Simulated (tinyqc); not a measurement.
Delta-doped layer in the Thomas-Fermi potential, step by step. Values are carried at full precision from step to step, so a last printed digit may differ when a step is redone from the rounded ones.

All donors ionised in the plane z = 0, zero temperature, energies from the Fermi level EF of the Thomas-Fermi model, which lies at the bulk band edge; c = hbar^2/2m0, q = e^2/(4 pi eps0). gv = 4 equivalent valleys, m_d = sqrt(m3^3/mz) in the plane. With n = (gv/3 pi^2)(m3 (-V)/c)^(3/2) and V'' = -(4 pi q/eps) n for z > 0, the solution is V = -b/(|z| + z0)^4 with sqrt(b) = 20/K, K = (4 pi q/eps)(gv/3 pi^2)(m3/c)^(3/2), and z0^5 = 4b/(e F0), e F0 = 2 pi q N/eps; 1e13/cm^2 = 1e-3/angstrom^2. Exchange and correlation are left out.

Constants: hbar^2/2m0 = 3.80998211 eV angstrom^2; e^2/(4 pi eps0) = 14.39964547 eV angstrom.

Values chosen for the exercise (near those of a delta-doped layer in Ge; shifted at random, so the results belong to these values and not to a real crystal):
- m3 = 0.213 m0 (density-of-states mass of a valley)
- mz = 0.117 m0 (mass along z)
- eps = 16.3 (dielectric constant)
- N = 4.1 x 1e13/cm^2 (donor sheet density)

## The Thomas-Fermi well

Give K, b, e F0, z0 and the depth b/z0^4.

K = 0.019824 eV^(-1/2) angstrom^-2
b = 1.0178e+06 eV angstrom^4
e F0 = 0.022758 eV/angstrom
z0 = 44.72 angstrom
depth = 0.2544 eV

Half of the electrons lie within |z| < (2^(1/5) - 1) z0 = 6.7 angstrom. The mean donor spacing in the plane is 15.6 angstrom, against a Bohr radius 0.529177 eps/m3 = 40.5 angstrom: the orbits overlap many donors, so a smeared sheet is a fair model in the plane. Across the plane the Thomas-Fermi density is more peaked than that of the quantised subbands, the more so the fewer are filled.

## Profile

V = -b/(|z| + z0)^4, n and the share of electrons beyond |z|, (z0/(|z| + z0))^5, at z = 0, 0.1, 0.25, 0.5, 1 and 2 times z0; n = (eps/(4 pi q)) 20 b/(|z| + z0)^6, q = e^2/(4 pi eps0), 1/angstrom^3 = 1e24/cm^3.

Profile:
```
z (angstrom)   V (eV)  n (1e19/cm^3)  share beyond
0.0           -0.2544           22.9         1.000
4.5           -0.1738           12.9         0.621
11.2          -0.1042           6.01         0.328
22.4          -0.0503           2.01         0.132
44.7          -0.0159          0.358         0.031
89.4          -0.0031         0.0314         0.004
```

## Subbands

Subbands solve -(c/m_z) psi'' + V psi = E psi on 1280 points of spacing z0/80; up to ten levels for each group, kept if bound with an rms width below 2.5 z0.

List the bound levels with their rms width.

Subbands:
```
label  valleys g  m_d (m0)   E (eV)  rms z (angstrom)
0              4    0.2874  -0.0884              17.4
1              4    0.2874  -0.0018             110.5
```

The lowest level lies 65 % of the way up the well, and 1 follows 87 meV higher.

## Filling the subbands

At zero temperature n_i = g m_d (mu - E_i)/(2 pi c) for E_i < mu, c = hbar^2/2m0; find mu from sum n_i = N (1e13/cm^2 = 1e-3/angstrom^2).

mu = -0.0030 eV

n_i in the order of the list (1e13/cm^2): [4.100, 0.000]

1 subband filled in part, the lowest with 100 % of the electrons. The potential was built for a Fermi level at 0; filling its quantised levels puts mu 1.2 % of the depth below that; with so few subbands the Thomas-Fermi picture is crude, and a close match would be chance.

## Estimate from a V-shaped well

Near z = 0 the well is -depth + e F0 |z|, whose levels are a (c (e F0)^2/m_z)^(1/3) with a = 1.018793 (even) and 2.338107 (odd); c = hbar^2/2m0, m_z = mz.

levels 0 and 1 (eV): [0.0068, 0.3452]

Level 0 comes out 95 meV too high, since screening flattens the true well away from the plane, and both levels land above the rim at 0.

## Checks

- Integral of the Thomas-Fermi density against N, 1e13/cm^2: both 4.100.
- Lowest level on a finer grid (z0/200), eV: both -0.088.

tinyqc: `OMP_NUM_THREADS=1 python tinyqc.py 1281548 1281549 out.jsonl`; about 0.2 s, one thread, shared Intel(R) Xeon(R) Processor @ 2.30GHz.
